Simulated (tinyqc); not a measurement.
# Chemical vapour deposition: Grove model, boundary layer, depletion and step coverage, step by step

A worked calculation. Computed by tinyqc, a small Python program that keeps every step. Command: `OMP_NUM_THREADS=1 python tinyqc.py 3019066 3019067 out.jsonl cvd walk`. One thread of a shared host (Intel(R) Xeon(R) Processor @ 2.30GHz), about 0.03 s of CPU time with the checks. Intermediate numbers are printed to about 7 digits and carried at full precision; extremes and crossings named in words are read from the listed rows.

A precursor diffuses to the surface and reacts there at first order; each molecule that reacts adds one formula unit of film.

Inputs (values chosen for the exercise, close to those used for polysilicon from silane):
```
quantity                                       value                unit
prefactor k0 of k_s                          9.7e+07                cm/s
activation energy E                             1.52                  eV
temperature T                                    590                   C
total pressure p                                 1.4                torr
mole fraction of the precursor Y                0.67                   -
gas diffusivity D0 at 273.15 K and 760 torr     0.27              cm^2/s
film density N                                 5e+22  formula units/cm^3
precursor mass M                                  32                   u
trench width w                                 0.051                  um
aspect ratio of the trench                        78                   -
wafer radius R                                    15                  cm
wafer spacing s                                 0.75                  cm
```

Reactor: wafer stack, low pressure.

Constants: k_B = 1.380649e-23 J/K; u = 1.6605390666e-27 kg; k_B = 8.617333262e-05 eV/K.

## Gas-phase and surface constants

k_s = k0 exp(-E/(k_B T)); C_g = Y p/(k_B T), 1 torr = 133.322 Pa; D = D0 (T/273.15)^1.75 (760/p). Temperatures in kelvin are T(C) + 273.15. Mean speed c = sqrt(8 k_B T/(pi M)); reactive sticking probability beta = 4 k_s/c.

surface rate constant k_s = 0.1293493 cm/s

precursor density C_g = 1.049386e+16 1/cm^3

gas diffusivity D = 1097.737 cm^2/s

mean speed c = 75571.02 cm/s

sticking probability beta = 6.846503e-06

## Uniformity across a wafer

Between two wafers the gas diffuses inward and reacts on both faces: (D/r) d/dr (r dC/dr) = 2 k_s C/s, so C(r)/C_g = I0(phi r/R)/I0(phi) with phi^2 = 2 k_s R^2/(s D); G(r) = k_s C(r)/N, 1 cm/s = 6e8 nm/min; the mean over the wafer is eta = 2 I1(phi)/(phi I0(phi)).

Thiele modulus phi = 0.2658940

growth rate G at the edge = 16.28848 nm/min

rate at the centre over rate at the edge = 0.9825565

effectiveness eta = 0.9912654

The centre lags the edge by 1.7 %; for small phi the lag is phi^2/4 = 1.8 %.

## Pressure and uniformity

The formulas are those given above.

Effect of the total pressure at fixed Y:
```
p (torr)    D (cm^2/s)       phi  centre/edge  G at the edge (nm/min)
0.05      3.073663e+04  0.050249    0.9993691            5.817313e-01
0.1       1.536831e+04  0.071063    0.9987387            1.163463e+00
0.3       5.122771e+03  0.123085    0.9962232            3.490388e+00
1         1.536831e+03  0.224721    0.9874936            1.163463e+01
3         5.122771e+02  0.389229    0.9631731            3.490388e+01
10        1.536831e+02  0.710632    0.8847284            1.163463e+02
30        5.122771e+01  1.230850    0.7061369            3.490388e+02
100       1.536831e+01  2.247215    0.3674439            1.163463e+03
```

D scales as 1/p and phi as sqrt(p), while the edge rate grows as p. The centre stays within 5 % of the edge up to 3 torr: low pressure trades rate for uniformity and lets wafers stand close together. Caution: first-order rates above 1000 nm/min in the high-pressure rows are an extrapolation not met in practice. Caution: at the lowest pressures the mean free path exceeds the wafer spacing, so D stops growing as 1/p.

## Step coverage in a trench

In a long trench of width w and depth l = aspect ratio x w: Knudsen diffusivity D_K = (2w) c/3 (hydraulic diameter 2w), combined as 1/D_e = 1/D_K + 1/D; D_e d2C/dz2 = 2 k_s C/w with D_e dC/dz = -k_s C at the floor. With m = sqrt(2 k_s/(w D_e)): C(floor)/C(top) = 1/[cosh(m l) + (k_s/(D_e m)) sinh(m l)].

Knudsen diffusivity D_K = 0.2569415 cm^2/s

effective diffusivity D_e = 0.2568813 cm^2/s

modulus m l = 0.1767708

step coverage = 0.9843818

Wall collisions limit transport in the trench; then m l = aspect ratio x sqrt(3 beta)/2, 0.1768, whatever the width. Coverage is nearly conformal. Caution: the hydraulic-diameter form of D_K is rough for a slit.

Checks made by the program: effectiveness against direct integration (relative difference below 1e-10); step coverage against a numerical boundary-value solution (relative difference below 1e-10).
